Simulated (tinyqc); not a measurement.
Worked calculation: Hueckel theory of the pi electrons, for the molecule C=CC(Cl)=CC(=C)C=O (SMILES; centres numbered as the heavy atoms are written). One step of it, computed by the program tinyqc.

Problem. Orbitals. Diagonalise; E = alpha + x beta with beta < 0, so the largest x are filled first; degenerate levels share their electrons. P = sum n_i c_ri c_si; each orbital has its largest coefficient positive (the first on a tie).

Hueckel matrix in units of beta (H = alpha + beta A), lower triangle:
```
           1C        2C        3C       4Cl        5C        6C        7C        8C
1C   0.000000
2C   1.000000  0.000000
3C   0.000000  1.000000  0.000000
4Cl  0.000000  0.000000  0.400000  2.000000
5C   0.000000  0.000000  1.000000  0.000000  0.000000
6C   0.000000  0.000000  0.000000  0.000000  1.000000  0.000000
7C   0.000000  0.000000  0.000000  0.000000  0.000000  1.000000  0.000000
8C   0.000000  0.000000  0.000000  0.000000  0.000000  1.000000  0.000000  0.000000
9O   0.000000  0.000000  0.000000  0.000000  0.000000  0.000000  0.000000  1.000000

          9O
9O  1.000000
```

pi electrons, sum of z_r less the charge = 10

Give: x values; occupations; coefficients; charge and bond-order matrix P.

Solution.

x values: 2.200  2.000  1.541  1.179  0.449  -0.310  -0.624  -1.463  -1.972

occupations: 2.000  2.000  2.000  2.000  2.000  0.000  0.000  0.000  0.000

coefficients:
```
       MO1     MO2     MO3     MO4     MO5     MO6     MO7     MO8
1C   0.095   0.000   0.302   0.366   0.516  -0.281   0.501  -0.389
2C   0.209   0.000   0.466   0.432   0.231   0.087  -0.313   0.570
3C   0.365   0.000   0.415   0.143  -0.412   0.254  -0.306  -0.444
4Cl  0.732   0.556  -0.362  -0.070   0.106  -0.044   0.047   0.051
5C   0.301  -0.222   0.319  -0.235  -0.458  -0.148   0.485   0.059
6C   0.297  -0.444   0.077  -0.421   0.206  -0.208   0.004   0.357
7C   0.135  -0.222   0.050  -0.357   0.460   0.671  -0.006  -0.244
8C   0.218  -0.444  -0.251   0.096   0.091  -0.458  -0.481  -0.338
9O   0.182  -0.444  -0.464   0.534  -0.165   0.350   0.296   0.137

        MO9
1C    0.133
2C   -0.263
3C    0.385
4Cl  -0.039
5C   -0.481
6C    0.564
7C   -0.286
8C   -0.345
9O    0.116
```

charge and bond-order matrix P, lower triangle:
```
         1C      2C      3C     4Cl      5C      6C      7C     8C
1C    1.001
2C    0.876   1.002
3C    0.001   0.473   0.992
4Cl  -0.021  -0.042   0.126   1.984
5C   -0.395   0.008   0.796  -0.102   1.016
6C    0.007  -0.072  -0.009  -0.012   0.435   1.023
7C    0.269   0.007  -0.341   0.062  -0.042   0.775   0.818
8C    0.054  -0.017  -0.097   0.013   0.040   0.443   0.247  0.651
9O   -0.025   0.029   0.037  -0.002  -0.089  -0.086  -0.332  0.779

       9O
9O  1.515
```
